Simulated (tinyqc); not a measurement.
Hubbard chain of 3 sites, step by step. Computed by tinyqc, a small Python program that keeps every step. Settings: hopping = 1.33, U = 7.2, mixing = 1, iteration cap = 87. Command: `OMP_NUM_THREADS=1 python tinyqc.py 28462 28463 out.jsonl` (the two numbers bound the seeds that draw the settings). One thread of a shared host (Intel(R) Xeon(R) Processor @ 2.60GHz), about 0.2 s of CPU time with the checks. Later iterations appear only in the table of the cycle.

## Mean-field iteration 1

one-body matrix (hopping and site energies) (eV), lower triangle:
```
           1          2         3
1   0.000000
2  -1.330000   0.000000
3   0.000000  -1.330000  0.000000
```

U = 7.200000 eV

electrons, up and down: 2  1

mixing = 1

n(up) at the start (a guess, not normalised): 1 1.000000, 2 0.217000, 3 1.000000

n(down) at the start (a guess): 1 0.000000, 2 0.783000, 3 0.000000

H(up) = T + U n(down), H(down) = T + U n(up); fill the lowest levels; n(new) = n + mixing (n(out) - n); E = tr T (rho up + rho down) + U sum n_up n_down of the output.

levels, up (eV): -0.569922  0.000000  6.207522

levels, down (eV): 0.992478  7.200000  7.769922

energy = -0.953446 eV

n(up) after iteration 1: 1 0.957955, 2 0.084091, 3 0.957955

n(down) after iteration 1: 1 0.042045, 2 0.915909, 3 0.042045

## Mean-field iteration 2

As before.

levels, up (eV): -0.216680  0.302727  7.113953

levels, down (eV): 0.086047  6.897273  7.416680

energy = -0.964337 eV

n(up) after iteration 2: 1 0.964573, 2 0.070854, 3 0.964573

n(down) after iteration 2: 1 0.035427, 2 0.929146, 3 0.035427

## Convergence

Each step fills the lowest levels of T + U n(other spin) and sets n(new) = n + mixing (n(out) - n); stop when output and input agree to 1e-8.

Course of the cycle:

| iteration | E (eV) | largest \|n(out) - n(in)\| | mean \|n_up - n_down\| |
|---|---|---|---|
| 1 | -0.95344554 | 1.33e-01 | 0.887879 |
| 2 | -0.96433693 | 1.32e-02 | 0.905528 |
| 3 | -0.96476568 | 2.50e-03 | 0.908867 |
| 4 | -0.96478043 | 4.60e-04 | 0.909480 |
| 5 | -0.96478092 | 8.40e-05 | 0.909592 |
| 6 | -0.96478094 | 1.53e-05 | 0.909613 |
| 7 | -0.96478094 | 2.80e-06 | 0.909616 |
| 8 | -0.96478094 | 5.10e-07 | 0.909617 |
| 9 | -0.96478094 | 9.31e-08 | 0.909617 |
| 10 | -0.96478094 | 1.70e-08 | 0.909617 |
| 11 | -0.96478094 | 3.10e-09 | 0.909617 |

local moments n_up - n_down: 1 0.932213, 2 -0.864426, 3 0.932213

Converged in 11 iterations. Before convergence this energy mixes input and output and is not variational, so it may rise towards its limit.

## The many-body Hamiltonian

Basis: all placements (u, d, 2, 0 on each site), up operators ordered before down ones; hops carry the sign of the same-spin electrons passed.

H (eV), lower triangle:
```
           2u0        u20        uud        20u        udu        u02        duu        02u
2u0   7.200000
u20  -1.330000   7.200000
uud   0.000000  -1.330000   0.000000
20u  -1.330000   0.000000   0.000000   7.200000
udu   0.000000  -1.330000   0.000000  -1.330000   0.000000
u02   0.000000   0.000000  -1.330000   0.000000  -1.330000   7.200000
duu   0.000000   0.000000   0.000000  -1.330000   0.000000   0.000000   0.000000
02u   0.000000   0.000000   0.000000   0.000000  -1.330000   0.000000  -1.330000   7.200000
0u2   0.000000   0.000000   0.000000   0.000000   0.000000  -1.330000   0.000000  -1.330000

          0u2
0u2  7.200000
```

## Exact diagonalisation (9 states)

Lowest levels of the sector, and the double occupancy of the lowest state.

lowest levels (eV): -1.311045  -0.461748  0.000000  5.319096  6.005510  7.200000

double occupancy per site = 0.048399

The mean-field solution above lies 0.3463 eV above the exact energy.

## The lowest level by Lanczos steps

From a random start vector (not printed): a_j = <q_j|H|q_j>, b_j = norm of the remainder after orthogonalising; the Ritz value is the lowest eigenvalue of the tridiagonal matrix of a and b so far.

Lanczos:

| j | a_j (eV) | b_j (eV) | lowest Ritz value (eV) |
|---|---|---|---|
| 1 | 2.380179 | 4.563454 | 2.38017924 |
| 2 | 4.717237 | 1.612770 | -1.16197853 |
| 3 | 6.577144 | 1.468150 | -1.28904242 |
| 4 | 2.928535 | 3.474949 | -1.29788970 |
| 5 | 4.079131 | 1.411743 | -1.30931130 |
| 6 | 7.805859 | 2.560952 | -1.31046576 |
| 7 | 2.753592 | 3.147957 | -1.31074483 |
| 8 | 4.583762 | 0.691683 | -1.31103936 |
| 9 | 7.374561 | 0 | -1.31104513 |
